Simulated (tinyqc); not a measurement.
# Thermionic-field emission through a Schottky barrier, WKB, step by step

tinyqc, about 0.03 s, one thread, Intel Xeon 2.30GHz (shared host): `OMP_NUM_THREADS=1 python tinyqc.py 2640060 2640061 out.jsonl` Printed values are rounded.

Metal on an n-type semiconductor with one parabolic valley; V > 0 is forward bias (metal positive). Energies E are counted from the conduction edge of the neutral semiconductor, whose Fermi level lies at -xi; that of the metal lies at -xi - V. The barrier is a parabola of height Vd = phi - xi - V (depletion approximation, no image force).

Values chosen for this exercise; band and dielectric values those of a made-up semiconductor:
```
symbol,value,unit,meaning
T,300,K,temperature
me,0.0818,m0,electron mass
eps_r,13.1,,relative permittivity
phi,0.64,eV,barrier height seen from the metal
Nd,2.6e18,cm^-3,donor density
V,0.25,V,bias
nE,15,,points of the energy grid
Eb,0.54,eV,upper end of the energy grid
```

Constants: q = 1.602176634e-19 C, kB = 1.380649e-23 J/K, hbar = 1.054571817e-34 J s, h = 6.62607015e-34 J s, m0 = 9.1093837015e-31 kg, Vt = kB T/q, eps0 = 8.8541878128e-14 F/cm where lengths are in cm. Results are converted to the units shown.

Range of the model: The depletion approximation, a parabolic band and the neglect of image-force lowering make these currents estimates at high doping.

## Fermi level, barrier and E00

Nc = 2 (2 pi me m0 kB T/h^2)^1.5 (times 1e-6 for cm^-3); Nd = Nc F12(-xi/Vt), F12(x) = (2/sqrt(pi)) int_0^infinity sqrt(u)/(1 + exp(u - x)) du; E00 = (hbar/2) sqrt(Nd/(me m0 eps0 eps_r)) in SI units (volts). W = sqrt(2 eps0 eps_r Vd/(q Nd)).

Nc = 5.870863e17 cm^-3
xi = -0.07673196 eV
Vd = 0.4667320 V
W = 16.12193 nm
E00 = 28.92023 meV
E00/Vt = 1.118684

By a common rule of thumb, E00/Vt below 0.5 marks thermionic emission, 0.5 to 5 thermionic-field emission and above 5 field emission. By that rule alone: thermionic-field emission; with a high barrier, tunnelling near its top can carry most of the current even below 0.5.

## Current density on a coarse grid

For E < Vd, ln T(E) = -(Vd/E00) [sqrt(1 - y) - y ln((1 + sqrt(1 - y))/sqrt(y))], y = E/Vd; T(E) = 1 above. J = A* T (q/kB) int_0^infinity T(E) N(E) dE, N = ln[(1 + exp((-xi - E)/Vt))/(1 + exp((-xi - V - E)/Vt))], A* = 4 pi q me m0 kB^2/h^3 (times 1e-4 for A/(cm^2 K^2)). Simpson's rule on nE equally spaced points from 0 to Eb.

```
point	E (eV)	T(E)	N	T(E) N
0	0.0000000	9.797041e-8	3.017020	2.955787e-7
1	0.0385714	2.501278e-6	1.681652	4.206280e-6
2	0.0771429	2.460170e-5	0.6851696	1.685634e-5
3	0.1157143	1.653962e-4	0.1999621	3.307298e-5
4	0.1542857	8.567962e-4	0.04858833	4.163030e-5
5	0.1928571	0.003613593	0.01113614	4.024148e-5
6	0.2314286	0.01279262	0.002515576	3.218080e-5
7	0.2700000	0.03870094	5.663559e-4	2.191851e-5
8	0.3085714	0.1010496	1.274129e-4	1.287502e-5
9	0.3471429	0.2285179	2.865915e-5	6.549128e-6
10	0.3857143	0.4460362	6.446094e-6	2.875191e-6
11	0.4242857	0.7403277	1.449861e-6	1.073372e-6
12	0.4628571	0.9918810	3.261031e-7	3.234555e-7
13	0.5014286	1	7.334720e-8	7.334720e-8
14	0.5400000	1	1.649727e-8	1.649727e-8
```

J = 282.6280 A/cm^2

The integrand peaks at E = 0.154 eV among these points, 0.33 of the barrier height. A converged quadrature gives 282.7 A/cm^2 (this grid is 0.018 % below that), of which 0.088 % passes over the barrier.
